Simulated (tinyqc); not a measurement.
p-n heterojunction, non-linear Poisson equation by Newton steps, Fermi-Dirac statistics: one step of the calculation.

One dimension, material 1 (p-type) at x < 0 and material 2 (n-type) at x > 0. Band edges: Ec = -psi in material 1 and -psi + dEc in material 2, Ev = Ec - Eg. Flat quasi-Fermi levels: 0 for holes, +V for electrons. n = Nc F((EFn - Ec)/Vt), p = Nv F((Ev - EFp)/Vt), with F(eta) = F_1/2(eta) = (2/sqrt(pi)) int_0^infinity sqrt(u) du/(1 + exp(u - eta)) (Fermi-Dirac statistics); full ionisation, no interface charge, classical densities; the doping types are chosen for the exercise.

Question. Newton step. Solve the tridiagonal system a_(i-1) d_(i-1) + b_i d_i + a_i d_(i+1) = -F_i for nodes 1 to 10, with d = 0 on fixed nodes. Each component d is damped to sign(d) Vt ln(1 + |d|/Vt) before it is added.

Parameters, values chosen for the exercise:
- T = 350 K (temperature)

Constants: q = 1.602176634e-19 C, kB = 1.380649e-23 J/K, Vt = kB T/q. Results are converted to the units shown.

coupling a_i, interval 0 to 10 (F/cm^2): [1.0148753e-8, 3.6390998e-8, 1.3136470e-7, 4.6756002e-7, 1.6166781e-6, 1.3309480e-6, 1.1114832e-6, 9.5852675e-7, 8.0991795e-7, 6.8287200e-7, 5.8368389e-7]

```
node  diagonal b (F/cm^2)  residual F (C/cm^2)
1           -1.0792913e-6        -3.4691638e-8
2           -1.6775570e-7         6.6966340e-8
3           -5.9892472e-7         2.8612359e-8
4           -2.0842382e-6        -4.9847984e-9
5           -2.9476261e-6         5.2080824e-8
6           -2.4424311e-6         6.6705805e-8
7           -2.0700099e-6         7.6927115e-8
8           -1.7684447e-6         8.8093682e-8
9           -1.4927900e-6         1.0148595e-7
10          -1.2665559e-6         5.3409143e-7
```

psi after iteration 1, node 0 to 11 (V): [-1.1907531, -1.1592420, -0.5267209, 0.3459713, 0.6670098, 0.7579626, 0.8637842, 0.9883519, 1.1282245, 1.2848278, 1.4537735, 2.3386344]

Wanted: Newton step d, before damping; psi after iteration 2.

Answer.

Newton step d, before damping, node 1 to 10 (V): [0.0563, 2.6222, 2.8232, 2.8185, 2.8202, 2.7832, 2.6788, 2.4775, 2.1305, 1.5704]
psi after iteration 2, node 0 to 11 (V): [-1.1908, -1.1275, -0.3917, 0.4832, 0.8042, 0.8952, 1.0006, 1.1240, 1.2616, 1.4137, 1.5736, 2.3386]

Computed by the program tinyqc: `OMP_NUM_THREADS=1 python tinyqc.py 2040095 2040096 out.jsonl`, one thread of a shared Intel Xeon 2.30GHz, about 0.2 s for the whole run.
